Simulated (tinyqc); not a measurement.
Worked calculation: charge neutrality level from zone-averaged pseudopotential bands. Values are carried at full precision from step to step, so a last printed digit may differ when a step is redone from the rounded ones.

Empirical pseudopotential on the fcc lattice, atoms at +/- tau, tau = a (1,1,1)/8, no spin-orbit coupling. H(G,G') = c (2 pi/a)^2 |k + G|^2 delta + VS(q) cos(q.tau) + i VA(q) sin(q.tau), q = G - G', c = hbar^2/2m0; k and G in units of 2 pi/a; VS at |q|^2 = 3, 8, 11 and VA at 3, 4, 11, in rydberg, zero elsewhere. At each k the basis holds all G with |k + G|^2 up to 16; energies are counted from the fourth level at Gamma.

Mesh: k = sum_i (n_i + 1/2)/N b_i, n_i = 0 ... N - 1, b = (-1,1,1), (1,-1,1), (1,1,-1); points with the same sorted |kx|, |ky|, |kz| after folding to the shortest k + G are joined, with their count as weight. Neutrality (branch-point) level: E_N = (1/2) mean over k of [E5 + (E3 + E4)/2], E_n the n-th level from below.

Constants: hbar^2/2m0 = 3.80998211 eV angstrom^2; Ry = 13.60569312 eV.

Values chosen for the exercise (classic local form factors of the size used for Si, without spin-orbit coupling; the results hold for these values, not for the real material): a = 5.437 angstrom (lattice constant); VS = (-0.21, 0.04, 0.079) Ry (symmetric form factors); VA = (0, 0, 0) Ry (antisymmetric form factors); mesh = 3 (points along each reciprocal vector).

## Levels on the mesh

Diagonalise at each joined point.

Levels (eV):
```
kx          ky      kz  weight       E3       E4      E5      E6
0.1667  0.1667  0.1667       2  -0.4528  -0.4528  2.8272  4.0393
0.5000  0.1667  0.1667       6  -2.0930  -1.8438  2.3110  4.5131
0.5000  0.5000  0.1667       6  -3.2286  -1.3717  2.8472  4.5583
0.5000  0.5000  0.5000       1  -1.2885  -1.2885  1.8049  3.8978
0.8333  0.1667  0.1667       6  -3.8400  -2.7154  1.2674  3.0173
0.8333  0.5000  0.1667       6  -4.2348  -2.9168  3.6735  4.0557
```

## Gaps

Level 5 at Gamma, at the lowest of (f,0,0) with f = 0.8, 0.85, 0.9, 1, and at (1/2,1/2,1/2).

gaps to Gamma, Delta/X, L (eV): 3.3335  0.7561  1.8049

## The neutrality level

Energies are counted from the valence top at Gamma. E_N = (1/2) weighted mean of [E5 + (E3 + E4)/2]. Compare with half the smallest indirect gap, min(Delta/X, L)/2, and give the barrier for electrons in the limit of full pinning, min(gaps) - E_N.

mean of E5 = 2.5205 eV
mean of (E3 + E4)/2 = -2.5528 eV
E_N = -0.0162 eV
half the indirect gap = 0.3781 eV
pinned barrier for electrons = 0.7723 eV

E_N lies below the valence top by 0.016 eV. The two estimates differ by 0.39 eV; both rules are good to a few tenths of an eV only, so a position within that distance of a band edge or of mid-gap is not settled. Local form factors place the indirect gaps only to a few tenths of an eV, and E_N moves with them. Spin-orbit coupling, left out, would lift the valence top by a third of its splitting.

## Checks

- Sum of the weights against N^3: both 27.

Program tinyqc; command `OMP_NUM_THREADS=1 python tinyqc.py 1880627 1880628 out.jsonl`; about 0.08 s on one thread of a shared Intel(R) Xeon(R) Processor @ 2.30GHz.
